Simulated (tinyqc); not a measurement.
Inside a calculation: propagation of a band-gap error through k.p and effective-mass formulas. Values are carried at full precision from step to step, so a last printed digit may differ when a step is redone from the rounded ones.

Chain, for a gap E (the reference Eg or another value), with Ep and Dso kept: 1/me = 1 + Ep (E + 2 Dso/3)/(E (E + Dso)); g* = 2 - 2 Ep Dso/(3 E (E + Dso)); g1(E) = g1 + (Ep/3)(1/E - 1/Eg), g2(E) = g2 + (Ep/6)(1/E - 1/Eg), light hole 1/(g1 + 2 g2), heavy hole 1/(g1 - 2 g2) along [100]; optical constant ei(E) = 1 + (ei - 1)(EP/(EP + E - Eg))^2, static e0(E) = ei(E) + e0 - ei.

Constants: Ry = 13.60569312 eV; a0 (Bohr radius) = 0.5291772105 angstrom; kB = 8.617333262e-05 eV/K; hbar^2/2m0 = 3.80998211 eV angstrom^2.

Values chosen for the exercise (reference values near those of GaSb, gap at low temperature; not measured data):
```
symbol  value  unit        meaning
Eg      0.825  eV          gap at Gamma to the s-like level
Dso     0.769  eV          spin-orbit splitting
Ep      27     eV          Kane energy
g1      13.47              Luttinger gamma1
g2      4.7                gamma2
e0      15.71              static dielectric constant
ei      14.22              optical dielectric constant
EP      4.17   eV          mean (Penn) gap
Eg2     0.355  eV          a wrong gap
mh      0.41   m0          density-of-states mass of the holes
T       300    K           temperature
k       0.02   1/angstrom  wave vector
```

## Masses, g factor and screening for both gaps

Evaluate the chain at Eg and at Eg2.

Band values at the two gaps:
```
quantity      at Eg   at Eg2  ratio
me          0.03513  0.01675  0.477
g*           -8.526   -32.69      -
g1            13.47    27.91  2.072
g2            4.700    11.92  2.536
light hole  0.04373  0.01932  0.442
heavy hole   0.2457   0.2457  1.000
ei            14.22    17.79  1.251
e0            15.71    19.28  1.227
```

The gap is off by a factor of 0.43; the electron mass follows with 0.48 and the light hole with 0.44, while the heavy hole, which does not couple to the conduction level, keeps its value. The optical constant changes less, by +25 %, as it answers to the mean gap, which shifts by the same -0.47 eV on a base of 4.17 eV. g* moves by -24.16; remote bands, left out here, shift it by tenths or, where it is large, by some per cent.

## Binding energies and densities for both gaps

Donor: R = Ry me/e0^2, a_B = a0 e0/me, Mott density (0.26/a_B)^3. Nc, Nv = 2 (m kT/(4 pi c))^(3/2), c = hbar^2/2m0, ni = sqrt(Nc Nv) exp(-E/2kT). Exciton: Ry mu/e0^2 with 1/mu = 1/me + g1(E). 1 angstrom^-3 = 1e24 cm^-3.

Use the values of the table.

Results:
```
quantity                  at Eg     at Eg2     ratio
R (meV)                   1.937     0.6129     0.316
a_B (angstrom)            236.6      609.3      2.57
Mott density (cm^-3)  1.326e+15  7.771e+13    0.0586
Nc (cm^-3)            1.652e+17  5.439e+16     0.329
ni (cm^-3)            1.227e+11  6.241e+14  5.09e+03
exciton (meV)             1.315     0.4176     0.318
```

Power laws carry the error on: the donor energy (me/e0^2) by a factor of 0.316, the Mott density (cube of me/e0) by 0.0586. ni, with its exponential, changes by a factor of 5.09e+03, that is 3.7 decades.

## A scissor shift and what it does not mend

A rigid shift D = Eg - Eg2 of the conduction band restores the gap but leaves the curvature, so the mass stays me(Eg2); redoing the sum 1/m = 1 + Ep (E + 2 Dso/3)/(E (E + Dso)) with E = Eg and the same Ep gives another mass. For optics, eps2 at the edge goes as |p|^2/E^2: a rigid shift keeps the dipole elements p/E, while shifting the energies under unchanged p scales eps2 by (Eg2/Eg)^2.

shift D = 0.470 eV
mass under a rigid shift = 0.0167 m0
mass from the sum with the corrected gap = 0.0351 m0
factor on eps2 if p is left unscaled = 0.185

The rigid shift leaves the mass off by a factor of 0.48. The mass from the corrected gap is the reference me(Eg) here, because the exercise keeps Ep fixed; a real correction of the gap depends on k and changes Ep as well.

## Far from the edge the relative error shrinks

Two-level dispersion E(k) = sqrt(E^2/4 + Ep c k^2) - E/2 at k/4, k, 4k for both gaps, c = hbar^2/2m0.

Energies above the edge:
```
k (1/angstrom)  at Eg (eV)  at Eg2 (eV)  ratio
0.00500             0.0031       0.0071  2.287
0.02000             0.0472       0.0920  1.951
0.08000             0.4977       0.6531  1.312
```

The ratio tends to Eg/Eg2 = 2.32 at k = 0 and goes from 2.287 to 1.312: at large k both curves approach the same slope sqrt(Ep c), while their distance in eV grows towards |Eg - Eg2|/2.

## Checks

- Chain at E = Eg against the inputs g1, g2, ei, e0: they agree to 1e-10 or better.

Run: tinyqc, `OMP_NUM_THREADS=1 python tinyqc.py 1880719 1880720 out.jsonl`; Intel(R) Xeon(R) Processor @ 2.30GHz, one thread, shared host; about 0.01 s of CPU time with all checks.
